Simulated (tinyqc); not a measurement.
Reaction control against transport control: chemical vapour deposition: Grove model, boundary layer, depletion and step coverage. Computed by tinyqc, a small Python program. Command: `OMP_NUM_THREADS=1 python tinyqc.py 3023563 3023564 out.jsonl cvd walk`. One thread of a shared host (Intel(R) Xeon(R) Processor @ 2.30GHz), about 0.01 s of CPU time with the checks.

A precursor diffuses to the surface and reacts there at first order; each molecule that reacts adds one formula unit of film.

Inputs (values chosen for the exercise, close to those used for silicon dioxide from an alkoxysilane):
```
quantity                                            value                unit
prefactor k0 of k_s                               1.6e+09                cm/s
activation energy E                                  1.81                  eV
temperature T                                         650                   C
total pressure p                                      100                torr
mole fraction of the precursor Y                    0.016                   -
gas diffusivity D0 at 273.15 K and 760 torr          0.37              cm^2/s
film density N                                    2.2e+22  formula units/cm^3
gas velocity U                                         33                cm/s
kinematic viscosity nu0 at 273.15 K and 760 torr     0.53              cm^2/s
susceptor length L                                     56                  cm
channel height b                                      4.8                  cm
```

Reactor: horizontal, reduced pressure.

Constants: k_B = 8.617333262e-05 eV/K; k_B = 1.380649e-23 J/K.

Method:
- k_s = k0 exp(-E/(k_B T)); C_g = Y p/(k_B T), 1 torr = 133.322 Pa; D = D0 (T/273.15)^1.75 (760/p).
- nu = nu0 (T/273.15)^1.75 (760/p); Re = U L/nu; mean boundary layer delta = (2/3) L/sqrt(Re), at most b/2; h_g = D/delta.
- Fluxes in series: C_s = C_g/(1 + k_s/h_g); growth rate G = k_s h_g/(k_s + h_g) C_g/N; 1 cm/s = 6e8 nm/min.
- Temperatures in kelvin are T(C) + 273.15.

Rates:
```
T (C)  k_s (cm/s)  h_g (cm/s)  G (nm/min)  reaction limit (nm/min)  transport limit (nm/min)
450    3.8892e-04       6.438  2.2661e-01               2.2662e-01                    3751.4
500    2.5447e-03       7.237  1.3864e+00               1.3869e+00                    3944.3
550    1.3253e-02       8.076  6.7730e+00               6.7841e+00                    4134.1
600    5.7133e-02       8.954  2.7397e+01               2.7572e+01                    4321.0
650    2.1025e-01       9.870  9.3968e+01               9.5969e+01                    4505.3
700    6.7677e-01      10.825  2.7580e+02               2.9304e+02                    4687.1
750    1.9432e+00      11.817  6.8727e+02               8.0029e+02                    4866.6
800    5.0572e+00      12.846  1.4248e+03               1.9857e+03                    5043.9
850    1.2087e+01      13.911  2.4265e+03               4.5347e+03                    5219.1
```

What follows from these numbers?

The apparent activation energy of G is 1.75 eV between the first rows and 1.11 eV between the last, against E = 1.81 eV. k_s stays below h_g, but mixed control begins at the hot end, which lowers the slope there. In the reaction limit the slope is E - k_B T, because C_g falls as 1/T; any further lowering comes from transport.
